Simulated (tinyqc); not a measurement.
Trench capacitor in an array: capacitance, non-linearity, leakage and relaxation: one step of the calculation.

A film between two metal electrodes, each interface adding a series capacitance ci. The small-signal permittivity is ek (1 + aq E^2); the field is found with the linear permittivity. Leakage J = J0 sinh(E/Ef). After a voltage step the film passes a relaxation current kr C V tt^(-nr), tt being the time in seconds. The sidewall is a coaxial capacitor with radii a = dm/2 - t and b = dm/2, depth AR dm; the end face is left out.

Task. Planar capacitance, field and non-linearity. Planar film: Cf = eps0 ek/t, 1/C = 1/Cf + 2/ci, EOT = 3.9 eps0/C, effective permittivity C t/eps0, E = (V/t) C/Cf; quadratic coefficient [C(V)/C - 1]/V^2 with Cf (1 + aq E^2) in C(V).

Values chosen for this exercise; permittivity of the order of that of titanium dioxide:
- ek = 73.4 (relative permittivity of the film)
- t = 12 nm (film thickness)
- ci = 1000 uF/cm^2 (capacitance of each electrode interface (dead layer and screening))
- aq = 0.03 cm^2/MV^2 (quadratic field coefficient of the permittivity)
- V = 0.9 V (bias)
- J0 = 6.9e-10 A/cm^2 (leakage prefactor)
- Ef = 0.37 MV/cm (field for an e-fold rise of the leakage)

Constants: eps0 = 8.8541878128e-14 F/cm where lengths are in cm. Results are converted to the units shown.

Wanted: Cf; C; EOT; effective permittivity; E; quadratic coefficient; J.

Result.

Cf = 5.416 uF/cm^2
C = 5.358 uF/cm^2
EOT = 0.6445 nm
effective permittivity = 72.61
E = 0.7420 MV/cm
quadratic coefficient = 2.017e4 ppm/V^2
J = 2.516e-9 A/cm^2

The interfaces take 1.07 % of the voltage.

Program tinyqc, `OMP_NUM_THREADS=1 python tinyqc.py 2102143 2102144 out.jsonl`; Intel Xeon 2.30GHz, shared host, one thread, about 0.01 s.
